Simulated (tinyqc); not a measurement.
X-ray photoelectron analysis of a thin oxide on a semiconductor: attenuation lengths, thickness, angle series and band offsets: one step, computed by the program tinyqc. Command: `OMP_NUM_THREADS=1 python tinyqc.py 3113077 3113078 out.jsonl xps walk`. One thread of a shared host (Intel(R) Xeon(R) Processor @ 2.30GHz), about 0.01 s of CPU time with the checks.

The same element is seen in the oxide and in the substrate, at nearly the same kinetic energy; films are flat and uniform, and the work function is ignored.

Task: Peak ratio. R_0 = (rho_o/M_o) L_o/((rho_s/M_s) L_s); peak ratio R = I_ox/I_sub = R_0 [exp(d/(L_o cos theta)) - 1]; hence d = L_o cos theta ln(1 + R/R_0). A carbon layer weakens both peaks alike, by exp(-d_C/(L_o cos theta)) if its L is taken equal to L_o. This R_0 leaves out intrinsic losses from the substrate peak, so calibrated values can be larger.

Inputs (values chosen for the exercise, modelled on SiO2 on silicon):
```
quantity                        value     unit
oxide density                    2.14   g/cm^3
oxide formula mass              60.08    g/mol
substrate density                2.33   g/cm^3
substrate formula mass          28.09    g/mol
oxide thickness d                 5.6       nm
emission angle from the normal     60  degrees
carbon overlayer                 0.53       nm
```

L in the oxide = 3.430628 nm

L in the substrate = 2.718989 nm

Give: R_0; d/(L_o cos theta); ratio R; oxide share of the counts; attenuation by carbon; depth 3 L_o cos theta.

Result:

R_0 = 0.5418

d/(L_o cos theta) = 3.265

ratio R = 13.64

oxide share of the counts = 0.9317

attenuation by carbon = 0.7342

depth 3 L_o cos theta = 5.146 nm

Caution: beyond about 60 degrees elastic scattering and roughness make a single attenuation length unreliable.
